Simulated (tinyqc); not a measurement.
Epitaxial growth on a vicinal surface: Burton-Cabrera-Frank step flow, step-edge barrier and island nucleation. Changing the step-edge barrier E_s. Computed by tinyqc, a small Python program. Command: `OMP_NUM_THREADS=1 python tinyqc.py 3016275 3016276 out.jsonl stepflow sweep`. One thread of a shared host (Intel(R) Xeon(R) Processor @ 2.30GHz), about 0.02 s of CPU time with the checks.

Adatoms land at rate F, hop on a square grid (a simplification for hexagonal faces), desorb, or join steps. Lengths are in units of a and n is the adatom coverage. Steps ascend at x = 0 and descend at x = l.

Inputs (values chosen for the exercise, close to those used for GaN(0001)):
```
quantity                     value      unit
site spacing a                3.19  angstrom
step height h                 2.59  angstrom
diffusion barrier E_d         1.31        eV
desorption energy E_a            3        eV
adatom formation energy E_f   1.23        eV
attempt frequency nu            10       THz
deposition rate F              1.7  layers/s
miscut angle                   0.5   degrees
temperature T                  780         C
critical nucleus size i          1         -
```

Constants: k_B = 8.617333262e-05 eV/K.

Method:
- D = nu exp(-E_d/(k_B T)) (a^2/s, nu counted per direction); tau = exp(E_a/(k_B T))/nu; x_s = sqrt(D tau); n_eq = exp(-E_f/(k_B T)); terrace width l = h/(a tan(miscut)); Schwoebel length l_s = exp(E_s/(k_B T)) - 1.
- Temperatures in kelvin are T(C) + 273.15.
- D n'' - n/tau + F = 0 with n(0) = n_eq and -l_s n'(l) = n(l) - n_eq. With u = n - F tau, A = n_eq - F tau, y = l/x_s, s = l_s/x_s: u = A cosh(x/x_s) + B sinh(x/x_s), B = A (1 - cosh y - s sinh y)/(sinh y + s cosh y). Flux into the ascending step J+ = D B/x_s, over the descending one J- = -(D/x_s)(A sinh y + B cosh y); step velocity J+ + J-; growth rate (J+ + J-)/l. For small y: J+ + J- = (F - n_eq/tau) l, J-/J+ = l/(l + 2 l_s).
- The coverage peaks where n' = 0, tanh(x/x_s) = -B/A.

One run for each value; columns: (1) step-edge barrier E_s (eV); (2) J- (atoms per step site and s); (3) J+ (atoms per step site and s); (4) peak coverage; (5) position of the peak (a); (6) Schwoebel length l_s (a):
```
(1)     (2)    (3)       (4)    (5)        (6)
0.00  79.08   79.1  0.000343  46.52          0
0.05  78.46   79.7  0.000348  46.88  7.349e-01
0.10  77.41   80.8  0.000358  47.50  2.010e+00
0.15  75.65   82.5  0.000373  48.54  4.222e+00
0.20  72.78   85.4  0.000400  50.23  8.059e+00
0.30  61.67   96.5  0.000510  56.76  2.627e+01
0.40  42.26  115.9  0.000735  68.18  8.107e+01
0.50  21.70  136.5  0.001019  80.27  2.460e+02
```

Over the rows, J- (atoms per step site and s) falls from 79.1 to 21.7; J+ (atoms per step site and s) rises from 79.1 to 136; peak coverage rises from 3.43e-4 to 0.00102. The barrier matters once l_s is comparable with l; in the limit the descending step reflects, the peak moves to x = l and the excess coverage is four times as large when desorption is weak.

Caution (all rows): twice the distance from the ascending step to the coverage peak exceeds the expected island spacing [0.25 (F/D)^(i/(i+2)) exp(E_i/((i+2) k_B T))]^(-1/2) by 40 % or more, so islands nucleate and the step-flow values are formal.

Extremes, crossings and ranges named in words are read from the listed rows.
